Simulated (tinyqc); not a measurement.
# Worked calculation: carrier lifetime of an n-type layer with SRH, radiative, Auger and surface recombination

Program tinyqc, `OMP_NUM_THREADS=1 python tinyqc.py 2300153 2300154 out.jsonl`; Intel Xeon 2.30GHz, shared host, one thread, about 0.01 s. Printed values are rounded.

Uniform excess density dn = dp (no trapping), n = n0 + dn, p = p0 + dn, Boltzmann statistics, full ionisation. Surfaces enter as a rate 2 S dn/d, which holds while diffusion to them is fast.

Inputs (values chosen for the exercise); band and dielectric values close to those of gallium nitride: temperature T = 300 K; band gap Eg = 3.42 eV; conduction-band density of states at T Nc = 2.33e18 cm^-3; valence-band density of states at T Nv = 4.64e19 cm^-3; radiative coefficient B = 1.12e-10 cm^3/s; donor density N = 4.8e15 cm^-3; Auger coefficient (two electrons) Cn = 4.4e-31 cm^6/s; Auger coefficient (two holes) Cp = 1.4e-31 cm^6/s; trap density Nt = 4.7e11 cm^-3; capture cross-section for electrons sn = 5e-14 cm^2; capture cross-section for holes sp = 5e-17 cm^2; thermal velocity (both carriers) vth = 1.2e7 cm/s; trap level below the conduction band Et = 1.92 eV; surface recombination velocity (both faces) S = 0 cm/s; sample thickness d = 7 um; generation rate G = 6.6e19 cm^-3 s^-1.

Constants: q = 1.602176634e-19 C, kB = 1.380649e-23 J/K, Vt = kB T/q. Results are converted to the units shown.

## Equilibrium densities and SRH constants

ni = sqrt(Nc Nv) exp(-Eg/(2 Vt)), Eg in volts; majority density N/2 + sqrt(N^2/4 + ni^2), n0 p0 = ni^2; n1 = Nc exp(-Et/Vt), p1 = Nv exp((Et - Eg)/Vt); tn0 = 1/(sn vth Nt), tp0 = 1/(sp vth Nt).

ni = 1.950749e-10 cm^-3
n0 = 4.8e15 cm^-3
p0 = 7.927958e-36 cm^-3
n1 = 1.296509e-14 cm^-3
p1 = 2.935128e-6 cm^-3
tn0 = 3.546099e-6 s
tp0 = 0.003546099 s

## Starting value

dn = 5e14 cm^-3.

dn at the start = 5e14 cm^-3

## Iteration 1: new dn

With e = n p - ni^2 = dn (n0 + p0 + dn): U_SRH = e/(tp0 (n + n1) + tn0 (p + p1)), U_rad = B e, U_Aug = (Cn n + Cp p) e, U_s = 2 S dn/d. Substitution: tau = dn/U with U the sum, dn(new) = G tau.

U_SRH = 1.409867e17 cm^-3 s^-1
U_rad = 2.968e20 cm^-3 s^-1
U_Aug = 6.365300e15 cm^-3 s^-1
U_s = 0 cm^-3 s^-1
tau = 1.683800e-6 s
dn after iteration 1 = 1.111308e14 cm^-3

## Iteration 2: new dn

As before.

U_SRH = 3.133818e16 cm^-3 s^-1
U_rad = 6.112713e19 cm^-3 s^-1
U_Aug = 1.187862e15 cm^-3 s^-1
U_s = 0 cm^-3 s^-1
tau = 1.817061e-6 s
dn after iteration 2 = 1.199260e14 cm^-3

## Iteration 3: new dn

As before.

U_SRH = 3.381831e16 cm^-3 s^-1
U_rad = 6.608303e19 cm^-3 s^-1
U_Aug = 1.287178e15 cm^-3 s^-1
U_s = 0 cm^-3 s^-1
tau = 1.813814e-6 s
dn after iteration 3 = 1.197117e14 cm^-3

## Course of the iteration

Stop when the step is below 1e-10 of the value, or after 40 iterations.

Course of the iteration:
```
iteration  dn before the step (cm^-3)  step (cm^-3)
1                                5e14      -3.89e14
2                         1.111308e14       8.80e12
3                         1.199260e14      -2.14e11
4                         1.197117e14        5.21e9
5                         1.197169e14       -1.27e8
6                         1.197168e14        3.08e6
7                         1.197168e14       -7.50e4
8                         1.197168e14          1820
```

Converged in 8 iterations. At the solution d ln U/d ln dn = 1.02, so the logarithmic slope of the map is 1 - 1.02 = -0.02; its size is below 1, so substitution contracts.

## Lifetime, shares and quasi-Fermi splitting

converged dn = 1.197168e14 cm^-3

With e = n p - ni^2 = dn (n0 + p0 + dn): U_SRH = e/(tp0 (n + n1) + tn0 (p + p1)), U_rad = B e, U_Aug = (Cn n + Cp p) e, U_s = 2 S dn/d. tau = dn/U, shares of U, splitting Vt ln(n p/ni^2), radiative efficiency U_rad/U.

tau = 1.813891e-6 s
shares (%): SRH 0.05115, radiative 99.94690, Auger 0.00195, surface 0.00000
quasi-Fermi splitting = 2.928087 V

Radiative recombination takes the largest share. dn is 0.025 times the doping: low injection.
